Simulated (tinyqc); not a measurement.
Closable height against the size of the gap: wafer bonding and layer transfer: bond energy, gap closing, particles, bonding of dissimilar wafers and hydrogen blisters. Computed by tinyqc, a small Python program. Command: `OMP_NUM_THREADS=1 python tinyqc.py 3025126 3025127 out.jsonl bond walk`. One thread of a shared host (Intel(R) Xeon(R) Processor @ 2.30GHz), about 0.01 s of CPU time with the checks.

gamma is the energy per area of each of the two surfaces; plates are isotropic.

Inputs (values chosen for the exercise, for model wafers): Young's modulus E1 = 137 GPa; Young's modulus E2 = 106 GPa; Poisson ratio nu = 0.2; thickness t1 = 300 micrometre; thickness t2 = 1000 micrometre; blade thickness t_b = 80 micrometre; crack length L = 13.3 mm.

Pair: two different wafers.

Method. Two cantilevers opened by t_b: gamma = 3 t_b^2 E1 t1^3 E2 t2^3/(16 L^4 (E1 t1^3 + E2 t2^3)). E' = E1/(1 - nu^2), equal wafers of thickness t1 assumed. A gap of radius R closes if h_g < h_c: h_c = R^2/sqrt((2/3) E' t1^3/gamma) for R > 2 t1 (plate bending), h_c = 3.6 sqrt(R gamma/E') for R < 2 t1 (local deformation).

bond energy gamma = 0.137076 J/m^2

Gap closing:
```
R (mm)    regime    h_c (nm)  slope h_c/R
1.00e-04   local  1.1157e+00     0.011157
1.00e-03   local  3.5282e+00     0.003528
1.00e-02   local  1.1157e+01     0.001116
1.00e-01   local  3.5282e+01     0.000353
5.00e-01   local  7.8894e+01     0.000158
2.00e+00   plate  9.2402e+02     0.000462
5.00e+00   plate  5.7751e+03     0.001155
2.00e+01   plate  9.2402e+04     0.004620
5.00e+01   plate  5.7751e+05     0.011550
```

Roughness of 100 nm scale may be 1.1 nm in half height, waviness of radius 5 cm as much as 580 micrometre: h_c goes as R^(1/2) when the wafer deforms locally and as R^2 when it bends. The allowed slope is least near R = 2 t1, so defects about 4 t1 wide are the hardest to close; bow matters little. Caution: the crack is short against the thickness, so root rotation and shear add to the beam formula.

Extremes, crossings and ranges named in words are read from the listed rows.
